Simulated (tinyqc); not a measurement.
# MOSFET in saturation, small-signal circuit and noise: several studies

Bias by the inversion coefficient IC = I/Ispec (charge-based model with velocity saturation; weak inversion below 0.1, strong above 10). Common-source circuit: gm, gds, Cgs, Cgd and Cj at the inner nodes, Rg in series with the gate; quasi-static, no source or drain resistance, no gate-body capacitance, no substrate network, no induced gate noise, so fmax is an upper estimate.

Inputs (values chosen for the exercise):

| symbol | value | unit | meaning |
|---|---|---|---|
| T | 325 | K | temperature |
| L | 180 | nm | gate length |
| W | 80 | um | total gate width |
| Cox | 2.22 | uF/cm^2 | gate capacitance |
| mu | 120 | cm^2/(V s) | mobility |
| n | 1.43 |  | slope factor |
| Ls | 20 | nm | velocity-saturation length |
| sg | 0.018 |  | ratio gds/gm |
| Cov | 0.35 | fF/um | overlap and fringe capacitance per side |
| Cj | 0.7 | fF/um | drain junction capacitance |
| Rsh | 10 | ohm | sheet resistance of the gate |
| Wf | 1 | um | finger width |
| Rc | 300 | ohm um | gate contact and vertical resistance |
| IC | 0.079 |  | inversion coefficient |
| gw | 0.06 |  | short-channel excess of the noise factor |
| Nt | 9.7e16 | cm^-3 eV^-1 | oxide trap density |
| lt | 0.1 | nm | tunnelling length into the oxide |
| ac | 10000 | V s/C | Coulomb scattering coefficient |

Constants: q = 1.602176634e-19 C, kB = 1.380649e-23 J/K, Vt = kB T/q. Results are converted to the units shown.

Each table varies one quantity; the others keep the values above.

## Gains against frequency

Ispec = 2 n mu Cox (W/L) Vt^2, lc = Ls/L, gms = [sqrt((lc IC + 1)^2 + 4 IC) - 1]/[2 + lc (lc IC + 1)], gm = gms Ispec/(n Vt), gds = sg gm. qs = [sqrt(1 + 4 IC) - 1]/2, Cgs = Cox W L qs (2 qs + 3)/(3 (qs + 1)^2) + Cov W, Cgd = Cov W, Cd = Cj W, Rg = Rsh (Wf/L)/(12 Nf) + Rc/W with Nf = W/Wf fingers (not rounded) contacted at both ends. fT = gm/(2 pi (Cgs + Cgd)), fmax = fT/(2 sqrt(Rg (gds + 2 pi fT Cgd))). Inner admittances at w = 2 pi f: y11 = i w (Cgs + Cgd), y12 = -i w Cgd, y21 = gm - i w Cgd, y22 = gds + i w (Cgd + Cd). Invert to Z, add Rg to Z11 and invert back to Y. |h21| = |Y21/Y11|; U = |Y21 - Y12|^2/(4 [Re Y11 Re Y22 - Re Y12 Re Y21]). MSG = |Y21/Y12|; stability factor k = [2 Re Y11 Re Y22 - Re(Y12 Y21)]/|Y12 Y21|.

The same in every row: f sqrt(U) (GHz) = 18.85.

Results:
```
f (GHz)	|h21| (dB)	U (dB)	MSG (dB)	k
0.01	40.00	65.51	24.41	0.003658
0.019	34.42	59.93	21.63	0.006949
0.035	29.12	54.62	18.97	0.01280
0.065	23.74	49.25	16.29	0.02377
0.12	18.42	43.92	13.63	0.04385
0.43	7.431	32.84	8.132	0.1554
0.8	2.284	27.44	5.558	0.2811
```

Estimate the missing row, f = 0.23 GHz.

Computed row:
```
f (GHz)	|h21| (dB)	U (dB)	MSG (dB)	k
0.23	12.79	38.27	10.81	0.08384
```

With this row back in the table: Over the table |h21| falls by 19.8 dB a decade, U by 20.0 and MSG by 9.91. The product f sqrt(U) stays at 18.9 GHz, against fmax = 18.9 GHz from the formula. k stays below one in all rows, so the device is only conditionally stable. In every row fmax exceeds 4 fT, where channel resistance and substrate losses, left out here, would cap it.

## Effect of the overlap and fringe capacitance per side on speed and noise

Channel noise Sid = 4 kB T gam n gm with gam = (1/2 + (2/3) qs)/(1 + qs) + gw lc IC, qs = [sqrt(1 + 4 IC) - 1]/2, lc = Ls/L (the last term an empirical rise with velocity saturation); at the gate, white noise Sw = Sid/gm^2 + 4 kB T Rg. Number fluctuation with correlated mobility: S(f) = K/f, K = q^2 Vt lt Nt/(W L Cox^2) (1 + ac mu Cox I/gm)^2, Vt in eV with Nt per eV. Corner fc = K/Sw. IC is held fixed.

The same in every row: I (uA) = 20.983; Rg (ohm) = 3.8079; sqrt(Sw) (nV/Hz^0.5) = 5.2054; fc (MHz) = 0.045082.

Effect of the overlap and fringe capacitance per side on speed and noise:
```
Cov (fF/um)	fT (GHz)	fmax (GHz)
0.05	2.6308	77.905
0.15	1.7039	37.270
0.25	1.2600	24.976
0.35	0.99954	18.850
0.45	0.82833	15.156
0.55	0.70720	12.679
0.65	0.61697	10.900
```

Read the table: what changes, and by how much?

As Cov goes from 0.05 to 0.65 fF/um, fT falls from 2.63 to 0.617 GHz, fmax falls from 77.9 to 10.9 GHz, the white noise stays at 5.21 nV/Hz^0.5 and the corner stays at 0.0451 MHz. In every row fmax exceeds 4 fT, where channel resistance and substrate losses, left out here, would cap it.

## Effect of the inversion coefficient on speed and noise

Same model as above.

Corner fc = K/Sw. IC is held fixed.

The same in every row: Rg (ohm) = 3.8079.

Effect of the inversion coefficient on speed and noise:
```
IC	I (uA)	fT (GHz)	fmax (GHz)	sqrt(Sw) (nV/Hz^0.5)	fc (MHz)
0.03	7.9680	0.47281	13.014	8.1983	0.018012
0.1	26.560	1.1727	20.388	4.6809	0.055954
0.3	79.680	2.2115	27.728	2.9520	0.14495
1	265.60	3.9381	36.477	1.9255	0.36647
3	796.80	6.5720	46.580	1.3970	0.79118
10	2656.0	11.512	61.133	1.0576	1.7729
30	7968.0	18.460	77.073	0.90314	3.6337
```

Read the table: what changes, and by how much?

As IC goes from 0.03 to 30, fT rises from 0.473 to 18.5 GHz, fmax rises from 13.0 to 77.1 GHz, the white noise falls from 8.20 to 0.903 nV/Hz^0.5 and the corner rises from 0.0180 to 3.63 MHz. In every row fmax exceeds 4 fT, where channel resistance and substrate losses, left out here, would cap it.

Computed by the program tinyqc: `OMP_NUM_THREADS=1 python tinyqc.py 2150052 2150053 out.jsonl`, one thread of a shared Intel Xeon 2.30GHz, about 0.01 s for the whole run.
